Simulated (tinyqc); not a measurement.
Gaps across the alloy: alloy A(1-x)B(x) by interpolation with bowing.

Each gap follows E(x) = (1 - x) E_A + x E_B - C x (1 - x); the lattice constant follows Vegard, a(x) = (1 - x) a_A + x a_B.

Constants: hc = 1239.841984 eV nm.

Inputs chosen for the exercise (A near Ge, B near Si; shifted at random, so the results belong to these values and not to a real crystal):
```
symbol  value             unit      meaning
a       (5.657, 5.437)    angstrom  lattice constant of A, B
Eg      (0.887, 4.184)    eV        gap at Gamma to the s-like level of A, B
EgX     (0.938, 1.18)     eV        gap to the lowest valley along Gamma-X of A, B
EgL     (0.735, 2.073)    eV        gap to L of A, B
C       (0.171, 0.22, 0)  eV        bowing of the Gamma, X and L gaps
```

Eleven compositions.

Gaps (eV):
```
x    a (angstrom)  Gamma      X      L  lowest  wavelength (nm)
0.0        5.6570  0.887  0.938  0.735       L             1687
0.1        5.6350  1.201  0.942  0.869       L             1427
0.2        5.6130  1.519  0.951  1.003       X             1303
0.3        5.5910  1.840  0.964  1.136       X             1286
0.4        5.5690  2.165  0.982  1.270       X             1263
0.5        5.5470  2.493  1.004  1.404       X             1235
0.6        5.5250  2.824  1.030  1.538       X             1203
0.7        5.5030  3.159  1.061  1.672       X             1168
0.8        5.4810  3.497  1.096  1.805       X             1131
0.9        5.4590  3.839  1.136  1.939       X             1091
1.0        5.4370  4.184  1.180  2.073       X             1051
```

How do the results move, and what explains it?

The lowest valley changes at x = 0.158 (L to X, gap 0.947 eV). The Gamma gap is monotonic, since its bowing (0.171 eV) is smaller than the difference of the end gaps (3.297 eV); at x = 0.5 bowing lowers it by C/4 = 0.043 eV.

Computed by tinyqc, a small Python program: `OMP_NUM_THREADS=1 python tinyqc.py 1080233 1080234 out.jsonl` (the numbers bound the seed that draws the inputs); one thread of a shared host (Intel(R) Xeon(R) Processor @ 2.30GHz), about 0.01 s for the whole set of steps.
